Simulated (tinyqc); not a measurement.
Worked calculation: shallow donor in an anisotropic valley (effective-mass theory). Values are carried at full precision from step to step, so a last printed digit may differ when a step is redone from the rounded ones.

Constants: Ry = 13.60569312 eV; a0 (Bohr radius) = 0.5291772105 angstrom; hbar^2/2m0 = 3.80998211 eV angstrom^2; e^2/(4 pi eps0) = 14.39964547 eV angstrom.

Inputs chosen for the exercise (near those of 3C SiC; not measured data):
- ml = 0.655 m0 (longitudinal mass)
- mt = 0.254 m0 (transverse mass)
- eps = 9.9 (dielectric constant)
- a = 16.7 angstrom (trial radius across the axis)
- b = 9.3 angstrom (trial radius along the axis)

## Hydrogen-like estimates

Ry* = Ry m/eps^2 and a* = a0 eps/m for four choices of one mass: mt, the conductivity mass 3/(1/ml + 2/mt), the density-of-states mass (ml mt^2)^(1/3), and ml.

Estimates:
```
mass               m (m0)  Ry* (meV)  a* (angstrom)
mt                 0.2540      35.26          20.63
conductivity       0.3191      44.30          16.42
density of states  0.3483      48.35          15.04
ml                 0.6550      90.93           8.00
```

## Energy of one trial function

One valley: H = -c [(d2/dx2 + d2/dy2)/mt + (d2/dz2)/ml] - q/(eps r), c = hbar^2/2m0, q = e^2/(4 pi eps0). Trial function exp(-sqrt((x^2 + y^2)/a^2 + z^2/b^2)) with a > b: T = (c/3)(2/(mt a^2) + 1/(ml b^2)), V = -(q/eps) atan(u/b)/u, u = sqrt(a^2 - b^2). The central cell of the impurity is left out.

Evaluate T, V and E. Scaling both radii by f changes T to T/f^2 and V to V/f, so the best factor is f = -2T/V, with energy -V^2/(4T).

T = 58.274 meV
V = -102.781 meV
E = -44.507 meV
best scale factor = 1.1339
energy after scaling = -45.320 meV

The virial ratio -V/T is 1.764; it is 2 at the best scale. Scaling gains 0.813 meV.

## Scan over the shape

For each ratio b/a = 0.2, 0.3, ..., 0.9 the best scale follows from a = -2 T1/V1, with T1 and V1 taken at a = 1 angstrom.

Scan:
```
b/a  a (angstrom)  b (angstrom)  E (meV)
0.2         57.53         11.51  -17.670
0.3         32.68          9.80  -29.537
0.4         24.04          9.62  -38.258
0.5         20.19         10.10  -43.554
0.6         18.25         10.95  -46.186
0.7         17.23         12.06  -47.009
0.8         16.70         13.36  -46.692
0.9         16.47         14.82  -45.690
```

The best listed ratio is 0.7; (mt/ml)^(1/2) = 0.62 and (mt/ml)^(1/3) = 0.73 are common guesses.

## The minimum

Minimise over a and b. The Mott estimate n_c = (0.25/a_m)^3 uses a_m = (a^2 b)^(1/3); 1/angstrom^3 = 1e24/cm^3.

a = 17.13 angstrom
b = 12.24 angstrom
E = -47.021 meV
a_m = 15.31 angstrom
n_c = 4.35 x 1e18/cm^3

b/a = 0.715. The binding energy is 1.334 times Ry*(mt). The central cell of a real donor shrinks the orbit and raises n_c.

## Checks

- Energy from 21 anisotropic Gaussians against the two-parameter function, meV: -47.04 against -47.02.

Program tinyqc; command `OMP_NUM_THREADS=1 python tinyqc.py 1281609 1281610 out.jsonl`; about 0.01 s on one thread of a shared Intel(R) Xeon(R) Processor @ 2.30GHz.
